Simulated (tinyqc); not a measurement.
# MOSFET in saturation, small-signal circuit and noise: effect of the finger width on speed and noise

Bias by the inversion coefficient IC = I/Ispec (charge-based model with velocity saturation; weak inversion below 0.1, strong above 10). Common-source circuit: gm, gds, Cgs, Cgd and Cj at the inner nodes, Rg in series with the gate; quasi-static, no source or drain resistance, no gate-body capacitance, no substrate network, no induced gate noise, so fmax is an upper estimate.

Ispec = 2 n mu Cox (W/L) Vt^2, lc = Ls/L, gms = [sqrt((lc IC + 1)^2 + 4 IC) - 1]/[2 + lc (lc IC + 1)], gm = gms Ispec/(n Vt), gds = sg gm. qs = [sqrt(1 + 4 IC) - 1]/2, Cgs = Cox W L qs (2 qs + 3)/(3 (qs + 1)^2) + Cov W, Cgd = Cov W, Cd = Cj W, Rg = Rsh (Wf/L)/(12 Nf) + Rc/W with Nf = W/Wf fingers (not rounded) contacted at both ends. fT = gm/(2 pi (Cgs + Cgd)), fmax = fT/(2 sqrt(Rg (gds + 2 pi fT Cgd))). Channel noise Sid = 4 kB T gam n gm with gam = (1/2 + (2/3) qs)/(1 + qs) + gw lc IC, qs = [sqrt(1 + 4 IC) - 1]/2, lc = Ls/L (the last term an empirical rise with velocity saturation); at the gate, white noise Sw = Sid/gm^2 + 4 kB T Rg. Number fluctuation with correlated mobility: S(f) = K/f, K = q^2 Vt lt Nt/(W L Cox^2) (1 + ac mu Cox I/gm)^2, Vt in eV with Nt per eV. Corner fc = K/Sw. IC is held fixed.

Parameters, values chosen for the exercise:
```
symbol,value,unit,meaning
T,400,K,temperature
L,28,nm,gate length
W,10,um,total gate width
Cox,0.95,uF/cm^2,gate capacitance
mu,220,cm^2/(V s),mobility
n,1.42,,slope factor
Ls,25,nm,velocity-saturation length
sg,0.15,,ratio gds/gm
Cov,0.22,fF/um,overlap and fringe capacitance per side
Cj,0.72,fF/um,drain junction capacitance
Rsh,5,ohm,sheet resistance of the gate
Rc,300,ohm um,gate contact and vertical resistance
IC,0.091,,inversion coefficient
gw,0.07,,short-channel excess of the noise factor
Nt,9.8e17,cm^-3 eV^-1,oxide trap density
lt,0.1,nm,tunnelling length into the oxide
ac,0,V s/C,Coulomb scattering coefficient
```

Constants: q = 1.602176634e-19 C, kB = 1.380649e-23 J/K, Vt = kB T/q. Results are converted to the units shown.

The same in every row: I (uA) = 22.92; fT (GHz) = 14.30.

Result of one run:
```
Wf (um)	Rg (ohm)	fmax (GHz)	sqrt(Sw) (nV/Hz^0.5)	fc (MHz)
2	35.95	73.99	6.337	85.46
```

What becomes of these results when the finger width Wf is changed from 2 to 1 um, all else the same?

Result of the changed run:
```
Wf (um)	Rg (ohm)	fmax (GHz)	sqrt(Sw) (nV/Hz^0.5)	fc (MHz)
1	31.49	79.07	6.329	85.67
```

The whole series:
```
Wf (um)	Rg (ohm)	fmax (GHz)	sqrt(Sw) (nV/Hz^0.5)	fc (MHz)
0.25	30.09	80.88	6.326	85.74
0.5	30.37	80.51	6.327	85.72
1	31.49	79.07	6.329	85.67
2	35.95	73.99	6.337	85.46
4	53.81	60.48	6.368	84.63
8	125.2	39.65	6.490	81.46
```

As Wf goes from 0.25 to 8 um, fT stays at 14.3 GHz, fmax falls from 80.9 to 39.6 GHz, the white noise rises from 6.33 to 6.49 nV/Hz^0.5 and the corner falls from 85.7 to 81.5 MHz. The finger width leaves fT alone and acts through Rg, whose sheet part goes as Wf^2. For Wf = 0.25 to 4 um fmax exceeds 4 fT, where channel resistance and substrate losses, left out here, would cap it.

Numbers from tinyqc (`OMP_NUM_THREADS=1 python tinyqc.py 2150028 2150029 out.jsonl`; about 0.01 s on one thread of a shared Intel Xeon 2.30GHz).
